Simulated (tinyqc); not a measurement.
# Film and buried-oxide thickness from two coupling ratios

Problem. In a depleted film -dVT/dVb is k1 = Cs Cbox/(Cox (Cs + Cbox)) for a front channel and k2 = Cbox (Cox + Cs)/(Cox Cs) for a back channel, with Cox = eps0 eox/tox, Cs = eps0 eps_r/ts, Cbox = 3.9 eps0/tb. Find ts and tb.

Inputs (values chosen for the exercise); band and dielectric values close to those of In0.53Ga0.47As:

| symbol | value | unit | meaning |
|---|---|---|---|
| eps_r | 14.2 |  | relative permittivity |
| eox | 3.9 |  | relative permittivity of the gate insulator (close to silicon dioxide) |
| tox | 1.6 | nm | insulator thickness |

coupling ratios for a front and a back channel: 0.058406170  0.26062462

Answer. With y = Cox/Cs and z = Cox/Cbox, 1/k1 = y + z and k2 = (1 + y)/z, so y = (k2/k1 - 1)/(1 + k2); the thicknesses follow from y and z.

ts = 16.0 nm
tb = 23.0 nm

Program tinyqc, `OMP_NUM_THREADS=1 python tinyqc.py 2190158 2190159 out.jsonl`; Intel Xeon 2.30GHz, shared host, one thread, about 0.7 s.
